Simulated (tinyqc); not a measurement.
A square-lattice strip 3 sites wide in a magnetic flux, recursive Green functions: two steps of the calculation.

The device has N = 4 slices of 3 site(s), nearest-neighbour hopping -t, and site energies U; the leads are semi-infinite continuations with site energy 0 and no flux. The hopping from slice i to i + 1 inside the device carries the phase exp(2 pi i f j) on row j = 1, 2, ...: V = <i+1|H|i> = -t diag(exp(2 pi i f j)).

Inputs (values chosen for the exercise): hopping (matrix element -t) t = 1 eV; site energies, slice by slice (3 a slice) U = [0.03, -0.24, -0.01, -0.11, -0.14, 0.09, 0.06, 0.07, -0.13, 0.05, 0.01, 0.23] eV; energy E = 2.68 eV.

Question 1. Self-energy of the leads. Transverse modes n = 1..3: chi_n(j) = sqrt(2/4) sin(pi n j/4), energy e_n = -2 t cos(pi n/4). Sigma = t^2 sum_n chi_n chi_n^T g(E - e_n), g(x) = (x - i sqrt(4 t^2 - x^2))/(2 t^2) for |x| < 2 t and (x - sign(x) sqrt(x^2 - 4 t^2))/(2 t^2) otherwise; Gamma = i (Sigma - Sigma^dagger); both leads give the same.

Give: Sigma; Gamma; open modes.

Answer 1.

Sigma (eV):
```
                 1                2                3
1   0.4475-0.1936i  -0.1315+0.2737i  -0.0006-0.1936i
2  -0.1315+0.2737i   0.4469-0.3871i  -0.1315+0.2737i
3  -0.0006-0.1936i  -0.1315+0.2737i   0.4475-0.1936i
```

Gamma (eV):
```
         1        2        3
1   0.3871  -0.5475   0.3871
2  -0.5475   0.7742  -0.5475
3   0.3871  -0.5475   0.3871
```

open modes = 1

Question 2. Slice 3. Forward pass: g_1 = (E - H_1 - Sigma)^(-1), g_i = (E - H_i - V g_(i-1) V^dagger)^(-1), with Sigma also subtracted on the last slice; G_(i,1) = g_i V G_(i-1,1), starting from g_1. H_i is the block of slice i: its site energies on the diagonal and -t between neighbouring rows.

g_2 (1/eV):
```
                         1                        2                        3
1   0.51035654-0.01730552i  -0.21318441-0.00474943i   0.10922908-0.01841019i
2  -0.23715095-0.02827960i   0.58390099-0.02405753i  -0.23179288-0.00452158i
3   0.07321403+0.00902297i  -0.25966154-0.02937533i   0.56458371-0.02001101i
```

G_(2,1) (1/eV):
```
                         1                        2                        3
1   0.16807655-0.13770072i   0.02610707+0.04548507i  -0.03344620-0.08056783i
2  -0.11418766-0.06005443i  -0.03569573+0.20103958i  -0.03873378+0.00703075i
3  -0.05191115+0.01978437i   0.13249784-0.01296603i  -0.02826557-0.21643947i
```

V (eV):
```
                        1                        2                       3
1  0.90482705-0.42577929i   0.00000000+0.00000000i  0.00000000+0.00000000i
2  0.00000000+0.00000000i  -0.63742399+0.77051324i  0.00000000+0.00000000i
3  0.00000000+0.00000000i   0.00000000+0.00000000i  0.24868989-0.96858316i
```

Find: g_3; G_(3,1).

Answer 2.

g_3 (1/eV):
```
                   1                  2                  3
1   0.57827-0.00958i  -0.27383+0.03177i   0.11699-0.00649i
2  -0.26043-0.00913i   0.69298-0.01806i  -0.25281+0.03161i
3   0.10052-0.00137i  -0.23885-0.01080i   0.53383-0.00869i
```

G_(3,1) (1/eV):
```
                   1                  2                  3
1   0.02223-0.09052i   0.06781+0.03986i  -0.06761-0.02498i
2   0.05215-0.00012i  -0.10631-0.07979i   0.08463-0.00843i
3  -0.01603+0.02015i   0.04399-0.02884i  -0.12744-0.01005i
```

Computed by the program tinyqc: `OMP_NUM_THREADS=1 python tinyqc.py 2660112 2660113 out.jsonl`, one thread of a shared Intel Xeon 2.30GHz, about 0.02 s for the whole run.
